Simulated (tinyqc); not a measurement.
n-type polysilicon, carrier trapping at grain boundaries: one step of the calculation.

One-dimensional grains of size Lg, uniform ionised doping N, monovalent traps Qt at each boundary at a depth Et below (for electrons) or above (for holes) the band edge there, abrupt depletion of width W on each side of a boundary, Boltzmann statistics. xi is the distance from the band edge at the grain centre to the Fermi level. Trapped charge Qt/(1 + exp((xi + VB - Et)/Vt)) = 2 N W, barrier VB = q N W^2/(2 eps0 eps_r).

Question. Depletion width, Fermi level and barrier. If the trap equation with xi = Vt ln(NB/N) has a root W < Lg/2, the grain is partly depleted; otherwise W = Lg/2 and the trap equation gives xi = Et - VB + Vt ln(Qt/(N Lg) - 1). N* = Qt/Lg.

Inputs (values chosen for the exercise); values of the order met in polycrystalline silicon: temperature T = 300 K; relative permittivity eps_r = 11.7; conduction-band density of states at T NB = 2.8e19 cm^-3; grain size Lg = 61 nm; trap density of a grain boundary Qt = 5.3e11 cm^-2; depth of the trap level from the majority band edge at the boundary Et = 0.39 eV; doping N = 6.9e17 cm^-3.

Constants: q = 1.602176634e-19 C, kB = 1.380649e-23 J/K, Vt = kB T/q, eps0 = 8.8541878128e-14 F/cm where lengths are in cm. Results are converted to the units shown.

Find: N*; W; xi; VB; share of traps filled.

Answer.

N* = 8.689e16 cm^-3
W = 3.841 nm
xi = 0.09574 V
VB = 0.007870 V
share of traps filled = 1.000

N is 7.94 N*, and the grain is partly depleted; VB = 0.304 Vt.

Program tinyqc, `OMP_NUM_THREADS=1 python tinyqc.py 2830062 2830063 out.jsonl`; Intel Xeon 2.30GHz, shared host, one thread, about 0.01 s.
